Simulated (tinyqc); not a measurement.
Weakening the contact bond: metal-induced gap states at the contact of a metal chain and a two-band chain.

The semiconductor alternates sites A at -Eg/2 and C at +Eg/2 with hopping -t; the gap runs from -Eg/2 to Eg/2. In the gap cosh(q a) = 1 + (Eg^2/4 - E^2)/(2 t^2) and the amplitude changes by -exp(-q a) a period. The metal has site energy 0 and hopping -tm; its end site has g_m = (E - i sqrt(4 tm^2 - E^2))/(2 tm^2). Sites 1, 2, ... count into the semiconductor, with energies e1, e2 alternating. The clean half chain has g1 = 1/(E - e1 - t^2 g2), g2 = 1/(E - e2 - t^2 g1), decaying root. With the contact G11 = 1/(1/g1 - tc^2 g_m), and the density on site j is -Im G_jj/pi = |psi_j/psi_1|^2 (-Im G11/pi), per spin, with psi_2/psi_1 = -t g2, psi_3/psi_2 = -t g1.

Constants: e^2/(4 pi eps0) = 14.39964547 eV angstrom.

Values chosen for the exercise (gap and optical dielectric constant near those of GaAs; the chain itself is a model; not measured data):
- Eg = 1.48 eV (gap)
- t = 2.42 eV (hopping in the semiconductor)
- tm = 3.3 eV (hopping in the metal)
- end = C (site that touches the metal)
- a = 4 angstrom (period (two sites); one chain for each area a^2)
- eps = 10.7 (dielectric constant)
- E = 0.16 eV (energy from mid-gap)

At the given E, tc is varied, as by a thin spacer. xi = 1/(2q), N = 2 (summed density)/a^2, S = 1/(1 + 4 pi e^2 N xi/eps) with xi and eps kept.

Against tc:

| tc (eV) | D1 (1/eV) | summed density (1/eV) | S |
|---|---|---|---|
| 0.10 | 0.00019 | 0.00063 | 0.9912 |
| 0.25 | 0.00119 | 0.00391 | 0.9474 |
| 0.50 | 0.00473 | 0.01560 | 0.8185 |
| 0.80 | 0.01201 | 0.03959 | 0.6399 |
| 1.20 | 0.02610 | 0.08608 | 0.4497 |
| 1.80 | 0.05078 | 0.16745 | 0.2959 |
| 2.50 | 0.06790 | 0.22392 | 0.2391 |
| 3.50 | 0.06131 | 0.20218 | 0.2582 |

What does the comparison show, and why?

For a weak bond the density goes as tc^2 (ratio 6.25 between 0.25 and 0.1 eV, against 6.25). It is largest at tc = 2.5 eV among these rows and falls beyond, as the first site pairs off with the metal. S is 0.991 at 0.1 eV and has its least value, 0.239, in that row.

(tinyqc, `OMP_NUM_THREADS=1 python tinyqc.py 1450632 1450633 out.jsonl`, Intel(R) Xeon(R) Processor @ 2.30GHz, 1 thread, shared host, about 0.01 s.)
